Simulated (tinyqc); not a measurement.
Solubility, supersaturation, precipitation and gettering of an impurity in a silicon-like host: one step, computed by the program tinyqc.

The wafer was saturated at T1 and is then held at T.

Task: Growing precipitates. Growing sinks: with y = r/r_f and y0 = r0/r_f, dy/dt = (1 - y^3)/(3 tau_f y), which integrates to t/tau_f = F(y) - F(y0), F(y) = (1/2) ln[(1 + y + y^2)/(1 - y)^2] - sqrt(3) arctan[(2y + 1)/sqrt(3)]; the share of the excess left is (1 - y^3)/(1 - y0^3), and C(t) = C_eq + (C0 - C_eq) x share.

Inputs (values chosen for the exercise, modelled on copper in silicon): temperature of saturation T1 = 1250 K; anneal temperature T = 1031 K; initial sink radius r0 = 15 nm; anneal time t = 1.9 s.

final radius r_f = 345.2900 nm

tau_f = 1.027182 s

C_eq(T) = 1.875735e+16 1/cm^3

C0 = 3.684392e+17 1/cm^3

Give: radius at t; share of the excess left; C(t) with growing sinks.

Result:

radius at t = 307.3 nm

share of the excess left = 0.2949

C(t) with growing sinks = 1.219e+17 1/cm^3

70.5 % of the excess has precipitated.
